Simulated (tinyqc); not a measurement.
# Threshold-voltage variability of a planar MOSFET, analytic estimates: a gate of 4 grains

Three independent sources add in quadrature: random dopants in the depleted layer, metal-gate grains of two orientations, and roughness of the two gate edges acting through the roll-off VT = VT(long) - Vr exp(-L/l). These are first-order estimates: no three-dimensional electrostatics, no percolation.

Each of 4 equal grains has the higher work function with probability p; the threshold shift is dW (j/4 - p) for j such grains, and the off current changes by exp(-shift/(n Vt)).

Values chosen for this exercise; material values close to those of silicon:
- T = 250 K (temperature)
- dW = 0.3 eV (work-function difference of the two grain orientations)
- p = 0.3 (share of the orientation of higher work function)
- n = 1.48 (subthreshold factor)

Constants: q = 1.602176634e-19 C, kB = 1.380649e-23 J/K, Vt = kB T/q. Results are converted to the units shown.

Distribution:
```
j,probability,shift (mV),Ioff factor,probability x factor
0,0.2401,-90.0,16.82,4.039
1,0.4116,-15.0,1.601,0.6589
2,0.2646,60.0,0.1523,0.04030
3,0.07560,135.0,0.01449,0.001096
4,0.008100,210.0,0.001379,1.117e-5
```

The standard deviation is dW sqrt(p (1 - p)/4) = 68.7 mV. The mean off current is 4.74 times the nominal one; the log-normal formula exp(s^2/(2 (n Vt)^2)) gives 10.2. Devices with j = 0, 24 % of all, carry 85 % of the mean leakage.

Computed by the program tinyqc: `OMP_NUM_THREADS=1 python tinyqc.py 2090165 2090166 out.jsonl`, one thread of a shared Intel Xeon 2.30GHz, about 0.01 s for the whole run.
